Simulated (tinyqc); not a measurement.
Finite-size error of a charged defect in a periodic cell: Madelung and Makov-Payne terms. Inputs raised by 2 %, one at a time. Computed by tinyqc, a small Python program. Command: `OMP_NUM_THREADS=1 python tinyqc.py 3005629 3005630 out.jsonl imagecharge sens`. One thread of a shared host (Intel(R) Xeon(R) Processor @ 2.30GHz), about 0.05 s of CPU time with the checks.

L is the cube root of the cell volume. The defect charge is a Gaussian, rho(r) = q (2 pi sigma^2)^(-3/2) exp(-r^2/2 sigma^2), repeated periodically in a uniform neutralising background and screened by a continuum. The model cell energy is E(L) = E_0 + [periodic - isolated electrostatic energy].

Inputs (values chosen for the exercise, for a model uniaxial host): charge q = 1 e; cell length L = 9.94 angstrom; dielectric constant eps_xy = 12.2; dielectric constant eps_z = 17.7; axis ratio c/a = 1.19; width sigma of the defect charge = 1.6 angstrom; formation energy of the isolated defect E_0 = 5.419 eV.

Supercell lattice: tetragonal. Screening: uniaxial.

Constants: e^2/(4 pi eps_0) = 14.39964548 eV angstrom.

Method:
- Cell vectors: (1,0,0), (0,1,0), (0,0,c/a), scaled to volume L^3.
- Ewald sum for a unit point charge: scale each Cartesian component of the cell by 1/sqrt(eps_i), giving R', G' and V'; E = [ (1/2) sum erfc(eta R')/R' + (2 pi/V') sum exp(-G'^2/4 eta^2)/G'^2 - eta/sqrt(pi) - pi/(2 V' eta^2) ] e^2/(4 pi eps_0) / sqrt(eps_x eps_y eps_z), over n_i = -6..6, omitting n = (0,0,0), eta = 2/V'^(1/3). alpha = -2 E eps_g L/(e^2/(4 pi eps_0)), eps_g = (eps_x eps_y eps_z)^(1/3).
- Periodic energy of the Gaussian: (2 pi q^2/V) sum_(G != 0) exp(-sigma^2 G^2)/(G.eps.G) x e^2/(4 pi eps_0), n_i = -k..k with k = max(9, L/sigma rounded up). Isolated energy: q^2/(2 sqrt(pi) sigma) <1/(n.eps.n)> e^2/(4 pi eps_0), the mean over directions n (64 Gauss-Legendre points in cos(theta)).

Runs; columns: (1) input moved; (2) from; (3) to; (4) point-charge correction -q^2 E (eV); (5) finite-size error (eV); (6) Madelung constant alpha; (7) isolated energy (eV):
```
(1)                                           (2)      (3)      (4)       (5)     (6)      (7)
base run                                        -        -  0.14879  -0.13139  2.8372  0.18326
cell length L (angstrom)                     9.94  10.1388  0.14588  -0.12948  2.8372  0.18326
dielectric constant eps_xy                   12.2   12.444  0.14685  -0.12965  2.8373  0.18091
dielectric constant eps_z                    17.7   18.054  0.14780  -0.13053  2.8368  0.18199
width sigma of the defect charge (angstrom)   1.6    1.632  0.14879  -0.13068  2.8372  0.17967
axis ratio c/a                               1.19   1.2138  0.14880  -0.13127  2.8372  0.18326
```

Exponents ln(y'/y) / ln(x'/x):
```
input                             point-charge correction -q^2 E  finite-size error  Madelung constant alpha  isolated energy
cell length L                                             -1.000             -0.739                    0.000            0.000
dielectric constant eps_xy                                -0.664             -0.671                    0.002           -0.651
dielectric constant eps_z                                 -0.339             -0.331                   -0.006           -0.350
width sigma of the defect charge                           0.000             -0.272                    0.000           -1.000
axis ratio c/a                                             0.001             -0.043                    0.001            0.000
```

To which inputs is each result most sensitive?

Among the inputs moved here: point-charge correction -q^2 E answers most in size to cell length L (exponent -1.000), next to dielectric constant eps_xy (-0.664); its exponent is below 0.0005 for width sigma of the defect charge. Its exponent -1.000 in cell length L: the Madelung term goes as 1/L. finite-size error answers most in size to cell length L (exponent -0.739), next to dielectric constant eps_xy (-0.671). Madelung constant alpha answers most in size to dielectric constant eps_z (exponent -0.006); its exponent is below 0.0005 for cell length L, width sigma of the defect charge. Isolated energy answers most in size to width sigma of the defect charge (exponent -1.000), next to dielectric constant eps_xy (-0.651); its exponent is below 0.0005 for cell length L, axis ratio c/a. Its exponent -1.000 in width sigma of the defect charge: the self-energy goes as 1/sigma.
